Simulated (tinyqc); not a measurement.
X-ray photoelectron analysis of a thin oxide on a semiconductor: attenuation lengths, thickness, angle series and band offsets: one step, computed by the program tinyqc.

The same element is seen in the oxide and in the substrate, at nearly the same kinetic energy; films are flat and uniform, and the work function is ignored.

Question. Band offsets by core levels. Valence band offset = (E_core - E_v)(substrate) - (E_core - E_v)(oxide) + (core level separation at the interface, oxide less substrate). The separation is made here from the given offset; a uniform field F that raises the binding energy towards the surface shifts the oxide peak by e F <z>, <z> = d/(1 - exp(-x)) - d/x, x = d/(L_o cos theta), being the mean distance from the interface. Conduction band offset = oxide gap - substrate gap - valence band offset.

Inputs (values chosen for the exercise, modelled on SiO2 on silicon):
```
quantity                                       value   unit
oxide gap                                       8.98     eV
substrate gap                                   1.12     eV
oxide thickness d                                  1     nm
valence band offset used to make the data        4.4     eV
core level less valence band top, substrate    98.91     eV
core level less valence band top, thick oxide  98.63     eV
field in the oxide                               1.2  MV/cm
```

d/(L_o cos theta) = 0.2873731

Give: separation without field; <z>; separation with field; apparent valence band offset; true conduction band offset; apparent conduction band offset.

Answer.

separation without field = 4.12 eV

<z> = 0.5239 nm

separation with field = 4.183 eV

apparent valence band offset = 4.463 eV

true conduction band offset = 3.46 eV

apparent conduction band offset = 3.397 eV

The field biases both offsets by 0.063 eV, in opposite directions.
